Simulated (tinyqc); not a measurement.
Specific resistance of a metal-semiconductor contact and its transmission-line measurement: one step, computed by the program tinyqc.

The barrier is parabolic (depletion approximation), energies E are normal energies counted from the band edge in the neutral semiconductor (downwards for holes), and the bias is zero. xi is an input, held fixed when other inputs move.

Question. Tunnelling energy and barrier. E_00 = (e hbar/2) sqrt(N/(eps eps_0 m)); band bending E_b = phi_B + xi; depletion width w = sqrt(2 eps eps_0 E_b/(e^2 N)).

Inputs (values chosen for the exercise, modelled on n-type GaN):
```
quantity                                           value    unit
tunnelling mass m                                   0.21     m_0
permittivity eps                                     9.7       -
barrier height phi_B                                 0.9      eV
doping N                                         5.5e+19  1/cm^3
Fermi level above the band edge in the bulk, xi     0.24      eV
temperature T                                        400       K
```

Image-force lowering: left out.

Constants: hbar = 1.054571817e-34 J s; eps_0 = 8.8541878128e-12 F/m; m_0 = 9.1093837015e-31 kg; k_B = 8.617333262e-05 eV/K; e = 1.602176634e-19 C.

Give: E_00; E_00/k_B T; depletion width; barrier used, above the bulk band edge.

Answer.

E_00 = 96.47 meV

E_00/k_B T = 2.799

depletion width = 4.714 nm

barrier used, above the bulk band edge = 1.14 eV

By the usual rule this is thermionic-field emission (0.5 to 5 k_B T).
